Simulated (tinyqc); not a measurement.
From results to parameters: two-site tight-binding chain. Computed by the program tinyqc.

Problem. A two-site chain has site energies +delta (A) and -delta (B) and hoppings t1 > t2 > 0, so E = +/- sqrt(delta^2 + |t1 + t2 exp(-ika)|^2). Find delta, t1 and t2.

upper band at k = 0 = 3.212538 eV
upper band at the zone edge = 1.655174 eV
weight of the upper band on site A at the zone edge = 0.862500

Solution. The weight on A is (1 + delta/E)/2, which gives delta; then t1 + t2 = sqrt(E(0)^2 - delta^2) and t1 - t2 = sqrt(E(edge)^2 - delta^2).

delta, t1, t2 (eV): 1.200  2.060  0.920
